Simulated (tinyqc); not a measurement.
Levels against anisotropy: donor in an ellipsoidal valley (Kohn-Luttinger variational method). Computed by tinyqc, a small Python program. Command: `OMP_NUM_THREADS=1 python tinyqc.py 3030998 3030999 out.jsonl kohnlutt walk`. One thread of a shared host (Intel(R) Xeon(R) Processor @ 2.30GHz), about 0.03 s of CPU time with the checks.

H = -(d^2/dx^2 + d^2/dy^2) - gamma d^2/dz^2 - 2/r in units built on m_t, with gamma = m_t/m_l and z along the valley axis. One valley; no valley-orbit or central-cell term.

Inputs (values chosen for the exercise, modelled on diamond): transverse mass m_t = 0.342 m_0; longitudinal mass m_l = 1.54 m_0; dielectric constant eps = 5.55.

Constants: Ry = 13.605693123 eV; a_0 = 0.529177210903 angstrom.

Method:
- Ry* = Ry m_t/eps^2, a* = a_0 eps/m_t, gamma = m_t/m_l.
- Trial function exp(-sqrt((x^2 + y^2)/a^2 + z^2/b^2)) with beta = b/a < 1: E = t/a^2 - u/a, t = (2 + gamma/beta^2)/3, u = 2 arcsin(sqrt(1 - beta^2))/sqrt(1 - beta^2); the best a is 2 t/u and E(beta) = -u^2/(4 t).
- The trial energy is minimised over beta by golden section from 0.05 to 0.999, 60 steps.
- Gaussian basis: g = P exp(-al (x^2 + y^2) - be z^2) with P = 1 (s-like), z (2p0) or x (2p+-); al = 0.004 x 2.6^k, k = 0..11, and be/al = 1, gamma^(-1/2) or 1/gamma (36 functions); 1/r = (2/sqrt(pi)) int exp(-t^2 r^2) dt by 48 Gauss-Legendre points after t = sqrt(al_i + al_j) tan(theta); overlap eigenvalues below 1e-10 are dropped.

gamma = 0.222078

Binding energies (Ry*):

| gamma | 1s, trial | 1s, Gaussians | 2p0 | 2p+- |
|---|---|---|---|---|
| 0.056 | 2.0495 | 2.0600 | 0.98421 | 0.36526 |
| 0.110 | 1.8034 | 1.8085 | 0.76054 | 0.34431 |
| 0.220 | 1.5441 | 1.5460 | 0.56120 | 0.31875 |
| 0.330 | 1.3930 | 1.3939 | 0.46090 | 0.30193 |
| 0.370 | 1.3508 | 1.3514 | 0.43486 | 0.29696 |
| 0.610 | 1.1701 | 1.1702 | 0.33277 | 0.27410 |
| 0.860 | 1.0508 | 1.0508 | 0.27341 | 0.25748 |

What does the comparison show, and why?

As gamma falls from 0.86 to 0.056, 1s deepens from 1.051 to 2.060 Ry*, on the way from the hydrogen value 1 to the two-dimensional limit 4; 2p+- moves from 0.257 to 0.365 (limits 1/4 and 4/9), while 2p0 climbs from 0.273 to 0.984 and joins 1s as gamma tends to 0. Near gamma = 1 the trial function is almost exact and can pass the Gaussian basis, whose own error is about 3e-5 Ry*. Caution: a* is only a few bond lengths, so central-cell and valley-orbit terms are large.

Extremes, crossings and ranges named in words are read from the listed rows.
